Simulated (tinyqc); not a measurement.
# Zener tunnelling in a reverse-biased junction, two-band WKB: exponent along the true band profile

Abrupt p-n junction, depletion approximation. Energies E are counted from the conduction-band edge of the neutral n side; its Fermi level lies at dn, that of the p side at dn - V, and the valence-band edge of the neutral p side at Em = dn + dp - V. Tunnelling needs 0 < E < Em. Two-band dispersion with equal masses m: inside the gap kappa = sqrt(m u (1 - u/Eg)/C), u the distance from a band edge, C = hbar^2/(2 m0).

Nd = Nc F12(dn/Vt), Na = Nv F12(dp/Vt), F12(x) = (2/sqrt(pi)) int_0^infinity sqrt(u)/(1 + exp(u - x)) du; dn = EF - Ec on the n side, dp = Ev - EF on the p side (negative outside the bands); Vbi = Eg + dn + dp. W = sqrt(2 eps0 eps_r (Vbi - V)(1/Na + 1/Nd)/q), mean field F = (Vbi - V)/W, peak field 2 F. In a uniform field F the exponent is S = pi sqrt(m/C) Eg^1.5/(4 F). Transverse energy Et = C kt^2/m raises it to S (1 + 4 Et/Eg), so T = exp(-S) exp(-Et/Eb) with Eb = Eg/(4 S). KJ = (2 q^2/h) m/(4 pi C) (times 1e14 for A/cm^2 per eV^2). Along the true parabolic profile the field at the point where the conduction edge stands at e = E + u is sqrt(2 q Nd e/(eps0 eps_r)) for e < a D and sqrt(2 q Na (D - e)/(eps0 eps_r)) above, D = Vbi - V, a = Na/(Na + Nd); S(E) = 2 int_0^Eg kappa(u) du/field.

Values chosen for this exercise; band and dielectric values close to those of indium arsenide:
- T = 300 K (temperature)
- Eg = 0.35 eV (band gap)
- eps_r = 14.9 (relative permittivity)
- Nc = 8.62e16 cm^-3 (conduction-band density of states at 300 K)
- Nv = 6.54e18 cm^-3 (valence-band density of states at 300 K)
- m = 0.028 m0 (band-edge mass of the two-band model)
- Na = 6.6e18 cm^-3 (acceptor density)
- Nd = 5.5e18 cm^-3 (donor density)
- V = -0.34 V (bias of the p side)

Constants: q = 1.602176634e-19 C, kB = 1.380649e-23 J/K, hbar = 1.054571817e-34 J s, m0 = 9.1093837015e-31 kg, Vt = kB T/q, eps0 = 8.8541878128e-14 F/cm where lengths are in cm, hbar^2/(2 m0) = 0.0380998212 eV nm^2. Results are converted to the units shown.

Results:
```
E (eV)	S(E)	S(E)/S of the mean field
0.051	2.727	0.9134
0.144	2.204	0.7382
0.237	1.913	0.6409
0.33	1.718	0.5756
0.517	1.618	0.5421
0.61	1.749	0.5859
0.703	2.011	0.6736
0.796	2.487	0.8331
```

Estimate the missing row, E = 0.424 eV.

Computed row:
```
E (eV)	S(E)	S(E)/S of the mean field
0.424	1.611	0.5397
```

With this row back in the table: S(E) goes from 2.73 through a minimum of 1.61 (at E = 0.424 eV among the rows listed) to 2.49. The mean field gives S = 2.99 and the peak field 1.49; the smallest S(E) is 0.54 of the mean-field value, so the mean field understates the best transmission by a factor of 3.95.

Range of the model: Parabolic densities of states, no band tails and no gap narrowing, all of which matter at such doping.

tinyqc, about 0.01 s, one thread, Intel Xeon 2.30GHz (shared host): `OMP_NUM_THREADS=1 python tinyqc.py 2620027 2620028 out.jsonl`
